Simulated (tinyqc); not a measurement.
Length offset and series resistance from crossing lines.

Question. R_total = Rs + k (L - dL)/Vo with constant Rs, dL and k. Find k, dL and Rs.

R_total at (L, Vo) = (40, 0.36), (120, 0.36), (40, 0.8) and (120, 0.8), L in nm and Vo in V (ohm um): 283.77778  661.55556  188.2  358.2

Answer. At each overdrive R is a straight line in L with slope k/Vo; the two lines cross at L = dL, R = Rs.

k = 1.700 ohm um V/nm
dL = 3.200 nm
Rs = 110.0 ohm um

Computed by the program tinyqc: `OMP_NUM_THREADS=1 python tinyqc.py 2282230 2282231 out.jsonl`, one thread of a shared Intel Xeon 2.30GHz, about 0.04 s for the whole run.
